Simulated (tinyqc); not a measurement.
Worked calculation: CCSD on RHF in the sto-3g basis, for H2, spin multiplicity 1. Computed by tinyqc, a small Python program that keeps every step (integrals from PySCF). Settings: charge = 0, multiplicity = 1, basis = sto-3g, method = RHF, energy threshold = 1e-10, iteration cap = 64, orthogonalisation = symmetric, start = atomic densities, DIIS depth = 6, amplitude equations = CCSD, DIIS depth for amplitudes = 6, cap on updates = 58. Command: `OMP_NUM_THREADS=1 python tinyqc.py 30552 30553 out.jsonl` (the two numbers bound the seeds that draw the settings). One thread of a shared host (Intel(R) Xeon(R) Processor @ 2.60GHz), about 0.1 s of CPU time with the checks. The early iterations of the SCF are left out here.

## One-electron integrals

Geometry (angstrom):
```
atom         x         y         z
H     0.000000  0.000000  0.000000
H     0.000000  0.000000  0.854000
```

Basis sto-3g: exponents (1/bohr^2) and contraction coefficients of normalised primitives:
```
element  l (shell)  exponent  coefficient
H            s (1)  3.425251     0.154329
H            s (1)  0.623914     0.535328
H            s (1)  0.168855     0.444635
```

Overlap, kinetic and nuclear-attraction integrals over the contracted functions; the nuclear repulsion is the sum of Za Zb / Rab.

nuclear repulsion = 0.61964545 hartree

overlap S:
```
          1H 1s     2H 1s
1H 1s  1.000000  0.586158
2H 1s  0.586158  1.000000
```

kinetic energy T (hartree):
```
          1H 1s     2H 1s
1H 1s  0.760032  0.174628
2H 1s  0.174628  0.760032
```

nuclear attraction V (hartree):
```
           1H 1s      2H 1s
1H 1s  -1.812500  -1.005337
2H 1s  -1.005337  -1.812500
```

core Hamiltonian H = T + V (hartree):
```
           1H 1s      2H 1s
1H 1s  -1.052468  -0.830709
2H 1s  -0.830709  -1.052468
```

## Two-electron integrals

Functions are numbered as in S; the eight-fold symmetry (ij|kl) = (ji|kl) = (kl|ij) leaves the list below.

Two-electron integrals (ij|kl) in chemists' order, unique and non-zero (hartree):
```
(11|11) 0.774606   (21|11) 0.381802   (21|21) 0.228277   (22|11) 0.528055
(22|21) 0.381802   (22|22) 0.774606
```

## Orthogonalisation

S = U s U^T; symmetric (Loewdin) form X = U s^(-1/2) U^T, so that X^T S X = 1.

eigenvalues of S: 0.413842  1.586158

X:
```
           1H 1s      2H 1s
1H 1s   1.174241  -0.380229
2H 1s  -0.380229   1.174241
```

## Iteration 3 (converged): orbitals

converged F (hartree):
```
           1H 1s      2H 1s
1H 1s  -0.306627  -0.540580
2H 1s  -0.540580  -0.306627
```

Diagonalise F' = X^T F X, C = X C', fill 1 alpha and 1 beta electrons from the bottom; D = 2 C_occ C_occ^T. Each column has its largest component positive (the first on a tie).

F' = X^T F X (hartree):
```
           1          2
1   0.015596  -0.549722
2  -0.549722   0.015596
```

orbital energies (hartree): MO1 -0.534125, MO2 0.565318

coefficients C:
```
            MO1        MO2
1H 1s  0.561451   1.099177
2H 1s  0.561451  -1.099177
```

D after iteration 3:
```
          1H 1s     2H 1s
1H 1s  0.630454  0.630454
2H 1s  0.630454  0.630454
```

## Convergence

Stop when the energy changes by less than 1e-10 hartree and every element of the error matrix X^T (F D S - S D F) X is below 3e-06.

Course of the cycle:
```
iteration  E (hartree)     change  largest element of the error matrix
1          -0.74302199          -                             5.64e-16
2          -1.10173711  -3.59e-01                             3.24e-16
3          -1.10173711  -4.44e-16                             1.04e-16
```

PySCF RHF in the same basis = -1.10173711 hartree

Converged in 3 iterations.

## Integrals over molecular orbitals

(pq|rs) = sum C_ip C_jq C_kr C_ls (ij|kl), one index at a time.

one-electron integrals over orbitals h = C^T H C (hartree):
```
           1          2
1  -1.187257   0.000000
2   0.000000  -0.535854
```

Two-electron integrals over orbitals (pq|rs), unique and non-zero (hartree):
```
(11|11) 0.653132   (21|21) 0.187800   (22|11) 0.644486   (22|22) 0.677329
```

## CCSD: starting amplitudes

t_ij^ab = <ij||ab> / (e_i + e_j - e_a - e_b), whose energy is MP2.

Starting amplitudes (spin orbitals 1a, 1b, ...; amplitudes related by a flip of all spins are not repeated):
```
from      to          t
1a 1b  2a 2b  -0.085407
```

correlation energy = -0.01603940 hartree

## CCSD: amplitude update 1

t_i^a D_i^a and t_ij^ab D_ij^ab are set to the remaining terms of the spin-orbital equations, evaluated with the old amplitudes; for the doubles these are <ij||ab> + 1/2 <ab||ef> t_ij^ef + 1/2 <mn||ij> t_mn^ab + P(ij)P(ab) <mb||ej> t_im^ae + terms in t^2 + terms with t1, D the orbital-energy denominators.

Amplitudes after update 1 (spin orbitals 1a, 1b, ...; amplitudes related by a flip of all spins are not repeated):
```
from      to          t
1a 1b  2a 2b  -0.118649
```

correlation energy = -0.02228221 hartree

## CCSD: amplitude update 2

As before.

Amplitudes after update 2 (spin orbitals 1a, 1b, ...; amplitudes related by a flip of all spins are not repeated):
```
from      to          t
1a 1b  2a 2b  -0.131250
```

correlation energy = -0.02464875 hartree

## CCSD: amplitude update 3

t_i^a D_i^a and t_ij^ab D_ij^ab are set to the remaining terms of the spin-orbital equations, evaluated with the old amplitudes; for the doubles these are <ij||ab> + 1/2 <ab||ef> t_ij^ef + 1/2 <mn||ij> t_mn^ab + P(ij)P(ab) <mb||ej> t_im^ae + terms in t^2 + terms with t1, D the orbital-energy denominators. DIIS then mixes the stored amplitudes.

DIIS coefficients: -0.600430  1.600430

Amplitudes after update 3 (spin orbitals 1a, 1b, ...; amplitudes related by a flip of all spins are not repeated):
```
from      to          t
1a 1b  2a 2b  -0.138816
```

correlation energy = -0.02606970 hartree

## CCSD: convergence

E_corr = 1/4 sum <ij||ab> t_ij^ab + 1/2 sum <ij||ab> t_i^a t_j^b; stop when the norm of the change is below 1e-8.

Course of the amplitude iterations:
```
update  correlation energy (hartree)  norm of the change
0                        -0.01603940                   -
1                        -0.02228221            6.65e-02
2                        -0.02464875            2.52e-02
3                        -0.02606970            9.46e-03
4                        -0.02606678            2.61e-05
5                        -0.02606636            6.58e-06
6                        -0.02606619            3.77e-06
7                        -0.02606610            2.64e-06
8                        -0.02606579            2.03e-06
9                        -0.02606579            8.47e-09
```

Converged amplitudes (spin orbitals 1a, 1b, ...; amplitudes related by a flip of all spins are not repeated):
```
from      to          t
1a 1b  2a 2b  -0.138796
```

CCSD total energy = -1.12780291 hartree

T1 diagnostic, norm of the one-spin t1 over sqrt(correlated electrons) = 0.000000

Converged in 9 updates, with DIIS from the third.
